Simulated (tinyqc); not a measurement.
RHF in the sto-3g basis, for BeH2, spin multiplicity 1, step by step. One step of it, computed by the program tinyqc.

Problem. Iteration 2: building the Fock matrix. J_ij = sum D_kl (ij|kl), K_ij = sum D_kl (ik|jl); F = H + J - 0.5 K; E = tr D H + tr D J / 2 - 0.25 tr D K + E_nn.

D after iteration 1, order 1Be 1s, 1Be 2s, 1Be 2px, 1Be 2py, 1Be 2pz, 2H 1s, 3H 1s:
```
[[2.098717, -0.356613, 0.000000, 0.000000, 0.000000, -0.100441, -0.100441],
 [-0.356613, 1.317081, 0.000000, 0.000000, 0.000000, 0.302853, 0.302853],
 [0.000000, 0.000000, 0.000000, 0.000000, 0.000000, 0.000000, 0.000000],
 [0.000000, 0.000000, 0.000000, 1.334425, 0.000000, 0.182109, -0.182109],
 [0.000000, 0.000000, 0.000000, 0.000000, 0.000000, 0.000000, 0.000000],
 [-0.100441, 0.302853, 0.000000, 0.182109, 0.000000, 0.316200, -0.009769],
 [-0.100441, 0.302853, 0.000000, -0.182109, 0.000000, -0.009769, 0.316200]]
```

core Hamiltonian H = T + V (hartree), order 1Be 1s, 1Be 2s, 1Be 2px, 1Be 2py, 1Be 2pz, 2H 1s, 3H 1s:
```
[[-8.568479, -2.114273, 0.000000, 0.000000, 0.000000, -0.395679, -0.395679],
 [-2.114273, -2.775293, 0.000000, 0.000000, 0.000000, -1.048327, -1.048327],
 [0.000000, 0.000000, -2.242285, 0.000000, 0.000000, 0.000000, 0.000000],
 [0.000000, 0.000000, 0.000000, -2.437599, 0.000000, -1.143837, 1.143837],
 [0.000000, 0.000000, 0.000000, 0.000000, -2.242285, 0.000000, 0.000000],
 [-0.395679, -1.048327, 0.000000, -1.143837, 0.000000, -2.039182, -0.064697],
 [-0.395679, -1.048327, 0.000000, 1.143837, 0.000000, -0.064697, -2.039182]]
```

Two-electron integrals (ij|kl) in chemists' order, unique and non-zero (hartree):
```
(11|11) 2.298831    (21|11) 0.392036    (21|21) 0.079539    (22|11) 0.570988
(22|21) 0.143041    (22|22) 0.417683    (31|31) 0.014607    (32|31) 0.021888
(32|32) 0.092265    (33|11) 0.569578    (33|21) 0.143083    (33|22) 0.417589
(33|33) 0.449859    (41|41) 0.014607    (42|41) 0.021888    (42|42) 0.092265
(43|43) 0.024249    (44|11) 0.569578    (44|21) 0.143083    (44|22) 0.417589
(44|33) 0.401360    (44|44) 0.449859    (51|51) 0.014607    (52|51) 0.021888
(52|52) 0.092265    (53|53) 0.024249    (54|54) 0.024249    (55|11) 0.569578
(55|21) 0.143083    (55|22) 0.417589    (55|33) 0.401360    (55|44) 0.401360
(55|55) 0.449859    (61|11) 0.071485    (61|21) 0.014496    (61|22) 0.026295
(61|33) 0.026111    (61|41) 0.001279    (61|42) 0.002417    (61|44) 0.026675
(61|55) 0.026111    (61|61) 0.002770    (62|11) 0.181157    (62|21) 0.046088
(62|22) 0.147624    (62|33) 0.141935    (62|41) 0.006020    (62|42) 0.037628
(62|44) 0.158870    (62|55) 0.141935    (62|61) 0.009294    (62|62) 0.079126
(63|31) 0.004129    (63|32) 0.019578    (63|43) 0.006434    (63|63) 0.007058
(64|11) 0.197280    (64|21) 0.050785    (64|22) 0.170497    (64|33) 0.160402
(64|41) 0.009737    (64|42) 0.058403    (64|44) 0.190515    (64|55) 0.160402
(64|61) 0.010676    (64|62) 0.103717    (64|64) 0.140023    (65|51) 0.004129
(65|52) 0.019578    (65|54) 0.006434    (65|65) 0.007058    (66|11) 0.349045
(66|21) 0.090365    (66|22) 0.324963    (66|33) 0.301561    (66|41) 0.013522
(66|42) 0.110209    (66|44) 0.371496    (66|55) 0.301561    (66|61) 0.018643
(66|62) 0.223338    (66|64) 0.310201    (66|66) 0.774606    (71|11) 0.071485
(71|21) 0.014496    (71|22) 0.026295    (71|33) 0.026111    (71|41) -0.001279
(71|42) -0.002417   (71|44) 0.026675    (71|55) 0.026111    (71|61) 0.002530
(71|62) 0.007844    (71|64) 0.008351    (71|66) 0.015227    (71|71) 0.002770
(72|11) 0.181157    (72|21) 0.046088    (72|22) 0.147624    (72|33) 0.141935
(72|41) -0.006020   (72|42) -0.037628   (72|44) 0.158870    (72|55) 0.141935
(72|61) 0.007844    (72|62) 0.040105    (72|64) 0.042554    (72|66) 0.083202
(72|71) 0.009294    (72|72) 0.079126    (73|31) 0.004129    (73|32) 0.019578
(73|43) -0.006434   (73|63) 0.002781    (73|73) 0.007058    (74|11) -0.197280
(74|21) -0.050785   (74|22) -0.170497   (74|33) -0.160402   (74|41) 0.009737
(74|42) 0.058403    (74|44) -0.190515   (74|55) -0.160402   (74|61) -0.008351
(74|62) -0.042554   (74|64) -0.043829   (74|66) -0.087739   (74|71) -0.010676
(74|72) -0.103717   (74|74) 0.140023    (75|51) 0.004129    (75|52) 0.019578
(75|54) -0.006434   (75|65) 0.002781    (75|75) 0.007058    (76|11) 0.010927
(76|21) 0.002704    (76|22) 0.007661    (76|33) 0.007552    (76|44) 0.007875
(76|55) 0.007552    (76|61) 0.000499    (76|62) 0.002777    (76|64) 0.003253
(76|66) 0.006268    (76|71) 0.000499    (76|72) 0.002777    (76|74) -0.003253
(76|76) 0.000143    (77|11) 0.349045    (77|21) 0.090365    (77|22) 0.324963
(77|33) 0.301561    (77|41) -0.013522   (77|42) -0.110209   (77|44) 0.371496
(77|55) 0.301561    (77|61) 0.015227    (77|62) 0.083202    (77|64) 0.087739
(77|66) 0.175331    (77|71) 0.018643    (77|72) 0.223338    (77|74) -0.310201
(77|76) 0.006268    (77|77) 0.774606
```

nuclear repulsion = 2.98078615 hartree

Give: Coulomb J; exchange K; Fock matrix F; total energy of this density.

Solution.

Coulomb J (hartree), order 1Be 1s, 1Be 2s, 1Be 2px, 1Be 2py, 1Be 2pz, 2H 1s, 3H 1s:
```
[[6.6120, 1.2895, 0.0000, 0.0000, 0.0000, 0.2369, 0.2369],
 [1.2895, 2.7015, 0.0000, 0.0000, 0.0000, 0.9727, 0.9727],
 [0.0000, 0.0000, 2.6478, 0.0000, 0.0000, 0.0000, 0.0000],
 [0.0000, 0.0000, 0.0000, 2.7989, 0.0000, 1.1341, -1.1341],
 [0.0000, 0.0000, 0.0000, 0.0000, 2.6478, 0.0000, 0.0000],
 [0.2369, 0.9727, 0.0000, 1.1341, 0.0000, 2.2159, 0.0511],
 [0.2369, 0.9727, 0.0000, -1.1341, 0.0000, 0.0511, 2.2159]]
```

exchange K (hartree), order 1Be 1s, 1Be 2s, 1Be 2px, 1Be 2py, 1Be 2pz, 2H 1s, 3H 1s:
```
[[4.6607, 0.8217, 0.0000, 0.0000, 0.0000, 0.1594, 0.1594],
 [0.8217, 0.9751, 0.0000, 0.0000, 0.0000, 0.5046, 0.5046],
 [0.0000, 0.0000, 0.2001, 0.0000, 0.0000, 0.0000, 0.0000],
 [0.0000, 0.0000, 0.0000, 1.0319, 0.0000, 0.5514, -0.5514],
 [0.0000, 0.0000, 0.0000, 0.0000, 0.2001, 0.0000, 0.0000],
 [0.1594, 0.5046, 0.0000, 0.5514, 0.0000, 0.7800, 0.0144],
 [0.1594, 0.5046, 0.0000, -0.5514, 0.0000, 0.0144, 0.7800]]
```

Fock matrix F (hartree), order 1Be 1s, 1Be 2s, 1Be 2px, 1Be 2py, 1Be 2pz, 2H 1s, 3H 1s:
```
[[-4.2868, -1.2357, 0.0000, 0.0000, 0.0000, -0.2385, -0.2385],
 [-1.2357, -0.5614, 0.0000, 0.0000, 0.0000, -0.3280, -0.3280],
 [0.0000, 0.0000, 0.3054, 0.0000, 0.0000, 0.0000, 0.0000],
 [0.0000, 0.0000, 0.0000, -0.1546, 0.0000, -0.2854, 0.2854],
 [0.0000, 0.0000, 0.0000, 0.0000, 0.3054, 0.0000, 0.0000],
 [-0.2385, -0.3280, 0.0000, -0.2854, 0.0000, -0.2133, -0.0208],
 [-0.2385, -0.3280, 0.0000, 0.2854, 0.0000, -0.0208, -0.2133]]
```

total energy of this density = -15.179410 hartree

This density is a damped mixture and is not idempotent.
